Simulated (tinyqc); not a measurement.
Heat flow across a film from the phonon Boltzmann equation in the relaxation-time approximation: one step, computed by the program tinyqc.

Two black walls, hot at x = 0 and cold at x = L, emit phonons isotropically. For one free path Lambda, with tau = x/Lambda, tau_L = L/Lambda and phi = (T - T_cold)/Delta T, energy balance gives phi(tau) = (1/2) [E2(tau) + int_0^tau_L phi(s) E1(|tau - s|) ds]; E_n are the exponential integrals. The flux over the ballistic flux C v Delta T/4 is psi = 1 - 2 int_0^tau_L phi(s) E2(s) ds, and kappa_eff/kappa = (3/4) tau_L psi. kappa = C v Lambda/3 is an input, so at fixed kappa a longer free path means a smaller C v.

Task: The small linear system for Lambda_1. Cut the film into n equal cells with constant phi, collocated at the centres c_i: the kernel integrates to A_ij = |E2(|c_i - e_j|) - E2(|c_i - e_(j+1)|)|/2 for cell edges e_j, and A_ii = 1 - E2(half a cell); solve (1 - A) phi = E2(c)/2; psi = 1 - 2 sum_j phi_j [E3(e_j) - E3(e_(j+1))].

Inputs (values chosen for the exercise, modelled on indium phosphide): film thickness L = 120 nm; free path Lambda_1 = 100 nm; cells n in the small system = 5.

Give: optical thickness tau_L; 1 - A; right-hand side E2(c)/2; flux weights E3(e_j) - E3(e_(j+1)).

Result:

optical thickness tau_L = 1.2

1 - A:
```
         1        2        3        4        5
1   0.6878  -0.1345  -0.0713  -0.0437  -0.0284
2  -0.1345   0.6878  -0.1345  -0.0713  -0.0437
3  -0.0713  -0.1345   0.6878  -0.1345  -0.0713
4  -0.0437  -0.0713  -0.1345   0.6878  -0.1345
5  -0.0284  -0.0437  -0.0713  -0.1345   0.6878
```

right-hand side E2(c)/2: 0.3439  0.2094  0.1381  0.09443  0.06603

flux weights E3(e_j) - E3(e_(j+1)): 0.1701  0.1017  0.06681  0.04562  0.03188
